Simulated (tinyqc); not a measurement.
Raising the surface concentration at fixed length: sheet resistance of a shallow doped layer with concentration-dependent mobility and limited activation. Computed by tinyqc, a small Python program. Command: `OMP_NUM_THREADS=1 python tinyqc.py 3018168 3018169 out.jsonl irvin walk`. One thread of a shared host (Intel(R) Xeon(R) Processor @ 2.30GHz), about 0.02 s of CPU time with the checks.

A layer of one dopant lies in a background of the opposite type. Current flows parallel to the surface down to the junction; depletion is ignored.

Inputs (values chosen for the exercise, modelled on boron in silicon): surface concentration C_s = 1.8e+20 1/cm^3; length l = 190 nm; background C_B = 5.7e+15 1/cm^3; mobility floor mu_min = 48.6 cm^2/(V s); mobility mu_max = 466 cm^2/(V s); reference density N_r = 1.68e+17 1/cm^3; exponent alpha = 0.686; prefactor of the active limit = 7.9e+22 1/cm^3; energy of the active limit = 0.718 eV; anneal temperature T = 800 C.

Profile: Gaussian.

Constants: k_B = 8.617333262e-05 eV/K; e = 1.602176634e-19 C.

Method:
- C(x) = C_s exp(-x^2/(2 l^2)).
- Temperatures in kelvin are T(C) + 273.15.
- Active limit C_a = prefactor x exp(-energy/(k_B T)); the junction lies where C = C_B, and the profile exceeds C_a down to x_a (zero if C_s is below C_a). Slope at the junction in nm per decade = ln(10) C/|dC/dx|.
- Active density N = min(C, C_a); carriers n = N - C_B; mobility mu = mu_min + (mu_max - mu_min)/(1 + ((N + C_B)/N_r)^alpha).
- Integrals from 0 to x_j, where C = C_B (Gauss-Legendre, 60 points on each smooth piece; 1 nm = 1e-7 cm): dose int C dx, carriers int n dx, mean mobility int n mu dx/int n dx, R_s = 1/(e int n mu dx).
- The last column drops the active limit.

active limit C_a = 3.35522e+19 1/cm^3

Layers:
```
C_s (1/cm^3)  x_j (nm)  dose (1/cm^2)  mean mu (cm^2/(V s))  R_s (ohm/square)  R_s if all active
1.00e+18        610.80     2.3782e+13                170.90            1558.5         1.5585e+03
3.00e+18        672.61     7.1410e+13                119.78             733.6         7.3365e+02
1.00e+19        734.39     2.3810e+14                 84.66             310.2         3.1019e+02
3.00e+19        786.54     7.1436e+14                 67.01             130.5         1.3046e+02
1.00e+20        839.98     2.3813e+15                 62.33              78.6         4.5898e+01
2.00e+20        869.26     4.7626e+15                 61.64              68.2         2.4268e+01
5.00e+20        906.52     1.1906e+16                 61.12              59.4         1.0171e+01
1.00e+21        933.71     2.3813e+16                 60.86              54.6         5.1955e+00
2.00e+21        960.14     4.7626e+16                 60.67              50.8         2.6338e+00
```

What follows from these numbers?

R_s falls as C_s^-0.69 between the first rows and as C_s^-0.10 between the last. Below C_a = 3.4e19 the exponent is set by the mobility, which drops from 171 towards mu_min. Above C_a extra dose only widens the clipped region: in the last row R_s is 19.29 times the fully active value. Caution: in rows with more than about 2e20 active atoms per cm^3 measured mobilities fall further than this form.
